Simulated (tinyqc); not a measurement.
Worked calculation: polytypes by hexagonality, and a cubic inclusion as a quantum well. Values are carried at full precision from step to step, so a last printed digit may differ when a step is redone from the rounded ones.

A layer is h if its two neighbours in the periodic sequence sit on the same site, k otherwise; the hexagonality h is the share of h layers.

Constants: hbar^2/2m0 = 3.80998211 eV angstrom^2.

Parameters, chosen for this exercise (of the order of those of GaN; not measured data): E3 = 3.296 eV (gap of the cubic polytype); E2 = 3.526 eV (gap of 2H); Ev2 = 0.068 eV (valence top of 2H above that of 3C); P2 = -0.0172 C/m^2 (spontaneous polarisation of 2H); m = (0.195, 0.209) m0 (electron mass along c in the cubic layer and in the host); d = 2.596 angstrom (thickness of a double layer); eps = 9.4 (dielectric constant); N = 6 (double layers in the cubic inclusion).

## Hexagonality

Stacking sequences:

| polytype | sequence |
|---|---|
| 8H | ABCABACB |
| 9R | ABCBCACAB |
| 10H | ABCABCBACB |
| 15R | ABCACBCABACABCB |
| 2H | AB |

Give the h/k string and h of each.

Hexagonality:

| polytype | h/k string | h |
|---|---|---|
| 8H | hkkkhkkk | 0.2500 |
| 9R | hkhhkhhkh | 0.6667 |
| 10H | hkkkkhkkkk | 0.2000 |
| 15R | hkkhkhkkhkhkkhk | 0.4000 |
| 2H | hh | 1.0000 |

## Gaps and band edges

Gap: E3 + (E2 - E3) h. Valence top Ev2 h and polarisation P2 h, both counted from 3C; Ec = Ev + gap.

Evaluate for each polytype.

Results:

| polytype | gap (eV) | Ev (eV) | Ec (eV) | P (C/m^2) |
|---|---|---|---|---|
| 8H | 3.3535 | 0.0170 | 3.3705 | -0.00430 |
| 9R | 3.4493 | 0.0453 | 3.4947 | -0.01147 |
| 10H | 3.3420 | 0.0136 | 3.3556 | -0.00344 |
| 15R | 3.3880 | 0.0272 | 3.4152 | -0.00688 |
| 2H | 3.5260 | 0.0680 | 3.5940 | -0.01720 |

The widest gap is that of 2H, the narrowest that of 10H. Ev and Ec both rise with h, so 3C collects electrons and the more hexagonal side holes: a staggered line-up.

## The bound level without the field

A cubic inclusion of width L = N d in the host (h = 1) is a well of depth V = Ec(host) - Ec(3C). Square well with mass mismatch: k tan(k L/2) = (m_w/m_b) q, k = sqrt(m_w E/c), q = sqrt(m_b (V - E)/c), c = hbar^2/2m0, lowest root. The depth of the level, V - E, is its binding, and the transition to the valence top of the host is gap(host) - (V - E). The step in polarisation gives a field |F| = |P|/(eps eps0) in a thin inclusion, eps0 = 8.8541878e-12 F/m.

Give V, L, the level E, its depth below the host conduction edge and the transition to the valence top of the host, gap(host) - (V - E).

V = 0.2980 eV
L = 15.576 angstrom
E above the bottom = 0.1648 eV
depth below the host edge = 0.1332 eV
transition = 3.3928 eV

The level keeps 45 % of the well depth. The transition lies above the gap of 3C itself (3.296 eV).

## The polarisation field

Give |F|, the drop |F| L, the bound charge |P|/e per cm^2 (e = 1.602176634e-19 C), and, as a first estimate, the shift -|F| L/2 of the transition for an electron centred in the layer and a hole in the host on the high side.

|F| = 2.067 MV/cm
drop = 321.9 meV
bound charge = 1.07e+13 cm^-2
estimated shift = -160.9 meV

The drop is 108 % of the well depth. The host edge on the low side sinks by 161 meV against the centre, more than the 133 meV by which the flat well binds, so the level may not survive the field and the estimate must be checked.

## Checks

- Square-well root against finite differences on a grid of 0.5 angstrom (eV): both 0.165.

Computed by tinyqc, a small Python program: `OMP_NUM_THREADS=1 python tinyqc.py 1880667 1880668 out.jsonl` (the numbers bound the seed that draws the inputs); one thread of a shared host (Intel(R) Xeon(R) Processor @ 2.30GHz), about 0.05 s for the whole set of steps.
